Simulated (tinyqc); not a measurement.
Boltzmann transport in a parabolic band with a power-law relaxation time: one step. Transport coefficients. Three cases, with inputs chosen for the exercise.

Task: Form the ratios; u is the mean energy carried, in kT.

tau = tau0 x^r with x = E/kT. With K_j = Gamma(j + 1) F_j(eta): <tau> = tau0 (r + 3/2) K_(r+1/2)/((3/2) K_(1/2)); mu = <tau>/(mc m0/e), m0/e = 5.685630e-12 kg/C; Hall factor rH = (3/2) K_(1/2) (2r + 3/2) K_(2r+1/2)/((r + 3/2) K_(r+1/2))^2; Seebeck S = -(kB/e) [(r + 5/2) K_(r+3/2)/((r + 3/2) K_(r+1/2)) - eta]; Lorenz number L = (kB/e)^2 [(r + 7/2) K_(r+5/2)/((r + 3/2) K_(r+1/2)) - ((r + 5/2) K_(r+3/2)/((r + 3/2) K_(r+1/2)))^2]; kB/e in V/K. Valley anisotropy is left out of rH.

Constants: kB = 8.617333262e-05 eV/K.

Case 1.

Values chosen (out of a larger set: masses near those of GaN; tau0 is set for a mobility of the usual size at this n, kL is a free input; freeze-out and phonon drag, which matter near 77 K, are left out; not measured data): r = 1.5 (exponent of tau).

F_j and K_j:
```
j            F_j        K_j
0.500  0.1301806  0.1153696
2.000  0.1340674  0.2681349
3.000  0.1351698  0.8110188
4.000  0.1357305   3.257531
3.500  0.1354973   1.576068
```

eta = -1.992890

Case 2.

Values chosen (out of a larger set: masses near those of Ge; tau0 is set for a mobility of the usual size at this n, kL is a free input; freeze-out and phonon drag, which matter near 77 K, are left out; not measured data): r = 0.5 (exponent of tau).

F_j and K_j:
```
j             F_j         K_j
0.500  0.05306725  0.04702963
1.000  0.05335767  0.05335767
2.000  0.05371181   0.1074236
3.000  0.05389074   0.3233444
1.500  0.05356459  0.07120557
```

eta = -2.917447

Case 3.

Values chosen (out of a larger set: masses near those of Si; tau0 is set for a mobility of the usual size at this n, kL is a free input; freeze-out and phonon drag, which matter near 77 K, are left out; not measured data): r = 1.5 (exponent of tau).

F_j and K_j:
```
j            F_j        K_j
0.500  0.4174490  0.3699546
2.000  0.4577113  0.9154226
3.000  0.4700368   2.820221
4.000  0.4765428   11.43703
3.500  0.4738133   5.511268
```

eta = -0.726854

Give: <tau>/tau0; rH; u; S; L.

Result:

Case 1.

<tau>/tau0 = 4.648
rH = 1.897
u = 4.033
S = -519.3 microvolt/K
L = 2.958 1e-8 W ohm/K^2

The non-degenerate limits are rH = 1.933, u = r + 5/2 = 4 and L = (r + 5/2)(kB/e)^2 = 2.970; the degenerate ones are rH = 1 and L = 2.443.

Case 2.

<tau>/tau0 = 1.513
rH = 1.103
u = 3.020
S = -511.6 microvolt/K
L = 2.228 1e-8 W ohm/K^2

The non-degenerate limits are rH = 1.104, u = r + 5/2 = 3 and L = (r + 5/2)(kB/e)^2 = 2.228; the degenerate ones are rH = 1 and L = 2.443.

Case 3.

<tau>/tau0 = 4.949
rH = 1.825
u = 4.108
S = -416.6 microvolt/K
L = 2.933 1e-8 W ohm/K^2

The non-degenerate limits are rH = 1.933, u = r + 5/2 = 4 and L = (r + 5/2)(kB/e)^2 = 2.970; the degenerate ones are rH = 1 and L = 2.443.

Computed by tinyqc, one run a case: `OMP_NUM_THREADS=1 python tinyqc.py N N+1 out.jsonl` with N = 1681069, 1681090, 1681109; one thread of a shared Intel(R) Xeon(R) Processor @ 2.30GHz, about 0.02 s a run at most.
